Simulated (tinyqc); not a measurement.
Admittance spectroscopy of a deep trap: one step of the calculation.

Schottky contact on an n-type layer with shallow donors Nd (all ionised) and a donor-like deep trap, neutral when filled and positive when empty; depletion approximation. Traps within lam of the depletion edge stay filled. The traps at xt = W - lam, where the level crosses the Fermi level, follow a slow signal and not a fast one. w = 2 pi f.

Problem. Admittance at the signal frequency. Emission rate en = sn vth(T) Nc(T) exp(-Et/kB T) = sn g T^2 exp(-Et/kB T), g = vth Nc/(300 K)^2, as vth goes as T^0.5 and Nc as T^1.5 (degeneracy factor 1). Inflection frequency w0 = 2 en [1 + Nt xt/(Nd W)]; C = C_HF + (C_LF - C_HF)/(1 + (w/w0)^2), G/w = (C_LF - C_HF)(w/w0)/(1 + (w/w0)^2).

Inputs (values chosen for the exercise); material values close to those of silicon: conduction-band density of states at 300 K Nc = 2.85e19 cm^-3; thermal velocity at 300 K vth = 2.4e7 cm/s; shallow donor density Nd = 7.4e16 cm^-3; depth of the trap below the conduction edge Et = 0.25 eV; capture cross-section sn = 6.4e-14 cm^2; trap density Nt = 1.3e16 cm^-3; signal frequency f = 55000 Hz; temperature T = 156 K.

Constants: q = 1.602176634e-19 C, kB = 1.380649e-23 J/K. Results are converted to the units shown.

W = 149.47641 nm
xt = 93.388051 nm
C_HF = 68.119885 nF/cm^2
C_LF = 72.166184 nF/cm^2

Find: en; w0/(2 pi); C; G/w.

Solution.

en = 9.924e4 1/s
w0/(2 pi) = 3.506e4 Hz
C = 69.29 nF/cm^2
G/w = 1.834 nF/cm^2

The signal lies near the inflection, where the loss is largest.

Program tinyqc, `OMP_NUM_THREADS=1 python tinyqc.py 2050026 2050027 out.jsonl`; Intel Xeon 2.30GHz, shared host, one thread, about 0.01 s.
